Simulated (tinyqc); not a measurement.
Smearing for a one-band metal on the fcc lattice, step by step. Values are carried at full precision from step to step, so a last printed digit may differ when a step is redone from the rounded ones.

Lattice vectors (units of a): a1 = (0, 1/2, 1/2), a2 = (1/2, 0, 1/2), a3 = (1/2, 1/2, 0). E(k) = -t A_1(k) - t2 A_2(k), A_m the sum of cos(k . R) over the 12 nearest and 6 second lattice vectors. Mesh k = sum (j_i/N) b_i, j_i = 0 .. N-1.

Inputs chosen for the exercise: t = 0.39 eV (nearest hopping); t2 = 0.1 eV (second hopping); N = 5 (unshifted mesh); ne = 1.54 (electrons per cell); sigma = 0.117 eV (width).

## Levels on the mesh

Evaluate the band and collect equal energies with their counts.

Distinct levels:
```
E_k (eV)  points
-5.2800        1
-3.2485        8
-2.7623        6
-0.9895       12
-0.2028       24
0.0385         8
0.5023         6
0.8928        24
1.0700        24
1.1795        12
```

10 distinct levels; the mean spacing is 0.718 eV.

## Fermi level with cold (Marzari-Vanderbilt) smearing

With x = (E_k - mu)/sigma: cold (Marzari-Vanderbilt) with y = x + 1/sqrt(2), f = erfc(y)/2 + exp(-y^2)/sqrt(2 pi), s = y exp(-y^2)/sqrt(2 pi). With weights w = points/N^d (d the dimension), mu solves 2 sum w f = ne; E = 2 sum w f E_k, S = 2 sum w s, F = E - sigma S.

Weights w = points/total. Bisection from the lowest and highest level; ten steps are shown.

Bisection:
```
step  low (eV)  high (eV)  mu (eV)  electrons
1      -5.2800     1.1795  -2.0503     0.2400
2      -2.0503     1.1795  -0.4354     0.4321
3      -0.4354     1.1795   0.3721     0.9462
4       0.3721     1.1795   0.7758     1.0530
5       0.7758     1.1795   0.9776     1.4121
6       0.9776     1.1795   1.0786     1.6362
7       0.9776     1.0786   1.0281     1.5248
8       1.0281     1.0786   1.0533     1.5786
9       1.0281     1.0533   1.0407     1.5514
10      1.0281     1.0407   1.0344     1.5381
```

## Occupations and energies

Converge mu, then list x, f and s of each level and form the sums.

mu = 1.0353 eV

x, f and s of each level:
```
E_k (eV)       x       f        s
-5.2800   -53.98  1.0000   0.0000
-3.2485   -36.61  1.0000   0.0000
-2.7623   -32.46  1.0000   0.0000
-0.9895   -17.31  1.0000   0.0000
-0.2028   -10.58  1.0000   0.0000
0.0385     -8.52  1.0000   0.0000
0.5023     -4.56  1.0000   0.0000
0.8928     -1.22  1.0723  -0.1570
1.0700      0.30  0.2236   0.1462
1.1795      1.23  0.0123   0.0180
```

E = -0.5179 eV
S = -0.0007
F = -0.5178 eV
(E + F)/2 = -0.5178 eV

Levels with f between 0.001 and 0.999: 2. f leaves the range 0 to 1: it runs from 0.0123 to 1.0723. For this scheme F itself has no term in sigma^2, so F is the estimate of the energy at zero width. That argument needs a smooth density of states, and the number of distinct levels within 2 sigma of mu is only 3, so it may fail on this mesh.

## Checks

- The slope dF/d sigma by finite differences against -S: both 0.00066231.
- The slope dF/d ne by finite differences against mu (eV): both 1.0353.

Run: tinyqc, `OMP_NUM_THREADS=1 python tinyqc.py 1650181 1650182 out.jsonl`; Intel(R) Xeon(R) Processor @ 2.30GHz, one thread, shared host; about 0.3 s of CPU time with all checks.
